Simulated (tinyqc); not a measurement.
Longitudinal sound in a periodic multilayer: transfer matrices, stop bands and folded phonons: one step, computed by the program tinyqc.

Layers 1 and 2 repeat with period d = d_1 + d_2; waves travel normal to the layers, without loss. State vector (u, s): displacement u and stress divided by omega. Impedances Z = rho v are in 1e6 kg/(m^2 s).

Problem. Transfer matrix of one period. A layer maps (u, s) by [[cos p, sin p/Z], [-Z sin p, cos p]], p = 2 pi f d_i/v_i; one period is M = M_2 M_1, and cos(q d) = trace(M)/2.

Inputs (values chosen for the exercise, modelled on gallium arsenide (layer 1), aluminium arsenide (layer 2) and silicon (substrate)):
```
quantity       value  unit
velocity v_1    4800   m/s
thickness d_1   5.43    nm
velocity v_2    5670   m/s
thickness d_2   6.47    nm
frequency f      256   GHz
```

Z_2 = 21.2625

Z_1 = 25.2

Give: phase p_1; phase p_2; M; trace(M)/2.

Solution.

phase p_1 = 1.820 rad

phase p_2 = 1.835 rad

M:
```
        1         2
1  -1.044  -0.02124
2   11.44   -0.7249
```

trace(M)/2 = -0.8846

|trace/2| < 1: f lies in a pass band, with q d = 2.6564 rad (folded into 0 to pi).
